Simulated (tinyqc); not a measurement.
A log to judge: Cahn-Hilliard equation on a periodic one-dimensional grid. Computed by tinyqc. Command: `OMP_NUM_THREADS=1 python tinyqc.py 3025857 3025858 out.jsonl cahn walk`. One thread of a shared host (Intel(R) Xeon(R) Processor @ 2.30GHz), about 0.3 s of CPU time with the checks.

Free energy F = h sum_j [A (c_j^2 - 1)^2/4 + (kappa/2) ((c_(j+1) - c_j)/h)^2]; dc/dt = Lap(mu), mu = A (c^3 - c) - kappa Lap(c), Lap(y)_j = (y_(j+1) - 2 y_j + y_(j-1))/h^2, mobility 1; the grid has n = 16 points.

Inputs (values chosen for the exercise, in reduced units):
```
quantity                    value  unit
spacing h                       1     -
well depth A                  1.3     -
gradient coefficient kappa    1.5     -
mean composition c0         -0.34     -
noise amplitude              0.02     -
time step dt                 0.11     -
end time                      150     -
```

Scheme: explicit Euler.

Method:
- Start: c_j = c0 + amplitude x (z_j - mean of z).
- c(new) = c + dt Lap(mu).
- Run to the end time; break off if |c| exceeds 3 or F has risen by more than 1e-9 in more than 30 steps. Domains = stretches with c > c0.

Course:
```
step     t       F     min c    max c  domains
0     0.00       4   -0.3563  -0.3215        2
27    2.97       8   -0.6518  -0.0280        8
33    3.63  100044  -13.6496  13.0845        8
```

Can the last value be used, and what does the course show?

No. F rose in 30 steps, which the true dynamics forbid. dt is 1.89 times the explicit limit, so the shortest wave, which alternates from point to point, is amplified. Reruns converge with time step dt = 0.028; or with scheme = semi-implicit Fourier.
